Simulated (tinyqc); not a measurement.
Inside a calculation. Method: plane-wave Kohn-Sham cycle with exchange-only LDA in a layered model solid. Computed by tinyqc, a small Python program that keeps every step. Settings: points = 16, plane-wave index or count = 3, electrons = 2, k points = 3, area = 16.0, mixing = 0.8, iteration cap = 55, Pulay depth = 5. Command: `OMP_NUM_THREADS=1 python tinyqc.py 31295 31296 out.jsonl` (the two numbers bound the seeds that draw the settings). One thread of a shared host (Intel(R) Xeon(R) Processor @ 2.60GHz), about 0.01 s of CPU time with the checks. Later iterations appear only in the table of the cycle.

## Iteration 1: potential

A solid whose potential varies along x alone (atomic units):
```
parameter                      value
period a                    6.600000
cross-section of the cell  16.000000
electrons per cell                 2
grid points                       16
plane waves -n..n, n               3
k points                           3
V1 in V1 cos(2 pi x/a)     -0.150000
```

density at the start, on the grid x_j = j a/N (e/bohr^3): 0.01893939  0.01893939  0.01893939  0.01893939  0.01893939  0.01893939  0.01893939  0.01893939  0.01893939  0.01893939  0.01893939  0.01893939  0.01893939  0.01893939  0.01893939  0.01893939

V_H(G) = 4 pi rho(G)/G^2 for G != 0 (uniform background); v_x = -(3 rho/pi)^(1/3); V = V_ext + V_H + v_x; Fourier components f(G_m) = (1/N) sum_j f(x_j) exp(-i G_m x_j).

Potentials on the grid (hartree):
```
x             V_ext       V_H        v_x          V
0.000000  -0.150000  0.000000  -0.262490  -0.412490
0.412500  -0.138582  0.000000  -0.262490  -0.401072
0.825000  -0.106066  0.000000  -0.262490  -0.368556
1.237500  -0.057403  0.000000  -0.262490  -0.319892
1.650000          0  0.000000  -0.262490  -0.262490
2.062500   0.057403  0.000000  -0.262490  -0.205087
2.475000   0.106066  0.000000  -0.262490  -0.156424
2.887500   0.138582  0.000000  -0.262490  -0.123908
3.300000   0.150000  0.000000  -0.262490  -0.112490
3.712500   0.138582  0.000000  -0.262490  -0.123908
4.125000   0.106066  0.000000  -0.262490  -0.156424
4.537500   0.057403  0.000000  -0.262490  -0.205087
4.950000          0  0.000000  -0.262490  -0.262490
5.362500  -0.057403  0.000000  -0.262490  -0.319892
5.775000  -0.106066  0.000000  -0.262490  -0.368556
6.187500  -0.138582  0.000000  -0.262490  -0.401072
```

V(G_m), m = 0, 1, 2, ... (hartree): -0.262490  -0.075000  0.000000  0.000000  0.000000  0.000000  0.000000

## Iteration 1: Hamiltonian at one k

k = 0.000000 2 pi / a

H(m,m') = (k + G_m)^2/2 delta + V(G_m - G_m'), with V(-G) = V(G).

H (hartree):
```
           -3         -2         -1         +0         +1         +2         +3
-3   3.815859  -0.075000   0.000000   0.000000   0.000000   0.000000   0.000000
-2  -0.075000   1.550110  -0.075000   0.000000   0.000000   0.000000   0.000000
-1   0.000000  -0.075000   0.190660  -0.075000   0.000000   0.000000   0.000000
+0   0.000000   0.000000  -0.075000  -0.262490  -0.075000   0.000000   0.000000
+1   0.000000   0.000000   0.000000  -0.075000   0.190660  -0.075000   0.000000
+2   0.000000   0.000000   0.000000   0.000000  -0.075000   1.550110  -0.075000
+3   0.000000   0.000000   0.000000   0.000000   0.000000  -0.075000   3.815859
```

## Iteration 1: levels at that k

Diagonalise the Hermitian matrix.

eigenvalues (hartree): -0.286233  0.186530  0.210254  1.551758  1.551777  3.818341  3.818341

## Iteration 1: new density

Motion across x is left out: the lowest 1 band(s) hold two electrons at each of the k points (j + 1/2)/nk - 1/2. Residual R = rho(out) - rho(in); rho(new) = rho(in) + 0.8 R. rho(out) = 2/(a A nk) sum |psi|^2 with psi = sum c exp(i G x). Harris energy E = band energy - dV sum rho (V_H/2 + v_x) + (3/4) dV sum rho v_x with rho(in), dV = a A/N, band energy = (2/nk) sum of the filled levels.

rho(out) (e/bohr^3): 0.03577933  0.03402287  0.02934518  0.02317975  0.01706160  0.01203773  0.00852555  0.00651722  0.00587118  0.00651722  0.00852555  0.01203773  0.01706160  0.02317975  0.02934518  0.03402287

density after iteration 1 (e/bohr^3): 0.03241134  0.03100617  0.02726402  0.02233168  0.01743716  0.01341806  0.01060832  0.00900166  0.00848482  0.00900166  0.01060832  0.01341806  0.01743716  0.02233168  0.02726402  0.03100617

energy per cell = -0.39263642 hartree

## Iteration 2: potential

As before.

Potentials on the grid (hartree):
```
x             V_ext        V_H        v_x          V
0.000000  -0.150000   0.169953  -0.313971  -0.294018
0.412500  -0.138582   0.155805  -0.309366  -0.292143
0.825000  -0.106066   0.116278  -0.296383  -0.286172
1.237500  -0.057403   0.059163  -0.277309  -0.275549
1.650000          0  -0.005216  -0.255358  -0.260573
2.062500   0.057403  -0.066543  -0.234002  -0.243143
2.475000   0.106066  -0.116283  -0.216374  -0.226592
2.887500   0.138582  -0.148425  -0.204848  -0.214691
3.300000   0.150000  -0.159511  -0.200850  -0.210360
3.712500   0.138582  -0.148425  -0.204848  -0.214691
4.125000   0.106066  -0.116283  -0.216374  -0.226592
4.537500   0.057403  -0.066543  -0.234002  -0.243143
4.950000          0  -0.005216  -0.255358  -0.260573
5.362500  -0.057403   0.059163  -0.277309  -0.275549
5.775000  -0.106066   0.116278  -0.296383  -0.286172
6.187500  -0.138582   0.155805  -0.309366  -0.292143
```

V(G_m), m = 0, 1, 2, ... (hartree): -0.256381  -0.020990  0.002096  0.000075  0.000000  0.000000  0.000000

## Iteration 2: Hamiltonian at one k

k = 0.000000 2 pi / a

As before.

H (hartree):
```
           -3         -2         -1         +0         +1         +2         +3
-3   3.821967  -0.020990   0.002096   0.000075   0.000000   0.000000   0.000000
-2  -0.020990   1.556218  -0.020990   0.002096   0.000075   0.000000   0.000000
-1   0.002096  -0.020990   0.196768  -0.020990   0.002096   0.000075   0.000000
+0   0.000075   0.002096  -0.020990  -0.256381  -0.020990   0.002096   0.000075
+1   0.000000   0.000075   0.002096  -0.020990   0.196768  -0.020990   0.002096
+2   0.000000   0.000000   0.000075   0.002096  -0.020990   1.556218  -0.020990
+3   0.000000   0.000000   0.000000   0.000075   0.002096  -0.020990   3.821967
```

## Iteration 2: levels at that k

As before.

eigenvalues (hartree): -0.258310  0.194346  0.200464  1.556349  1.556352  3.822163  3.822163

## Iteration 2: new density

B (overlaps of the stored error matrices):
```
                1               2
1   1.7897410e-03  -8.1415334e-04
2  -8.1415334e-04   3.7281744e-04
```

Motion across x is left out: the lowest 1 band(s) hold two electrons at each of the k points (j + 1/2)/nk - 1/2. Residual R = rho(out) - rho(in); rho(new) = rho(in) + 0.8 R; Pulay mixing then takes sum c_i of the stored mixed densities, with c from B_ij = sum R_i R_j as in DIIS. rho(out) = 2/(a A nk) sum |psi|^2 with psi = sum c exp(i G x). Harris energy E = band energy - dV sum rho (V_H/2 + v_x) + (3/4) dV sum rho v_x with rho(in), dV = a A/N, band energy = (2/nk) sum of the filled levels.

rho(out) (e/bohr^3): 0.02422403  0.02380377  0.02261475  0.02086042  0.01883772  0.01687491  0.01526450  0.01421848  0.01385719  0.01421848  0.01526450  0.01687491  0.01883772  0.02086042  0.02261475  0.02380377

DIIS coefficients: 0.313113  0.686887

density after iteration 2 (e/bohr^3): 0.02791234  0.02704839  0.02470920  0.02152321  0.01820678  0.01531763  0.01316693  0.01186835  0.01143699  0.01186835  0.01316693  0.01531763  0.01820678  0.02152321  0.02470920  0.02704839

energy per cell = -0.36618496 hartree

## Convergence

Stop when sqrt(dV sum R^2) is below 1e-8, dV = a A/N.

Course of the cycle:
```
iteration  E (hartree)  norm of the residual
1          -0.39263642              1.09e-01
2          -0.36618496              4.96e-02
3          -0.36090964              4.44e-03
4          -0.36122668              1.31e-02
5          -0.36087323              4.46e-04
6          -0.36087304              3.29e-04
7          -0.36087280              1.02e-06
8          -0.36087280              1.12e-07
9          -0.36087280              5.18e-08
10         -0.36087280              9.42e-10
```

Converged in 10 iterations. Before convergence this energy mixes input and output and is not variational, so it may rise towards its limit.
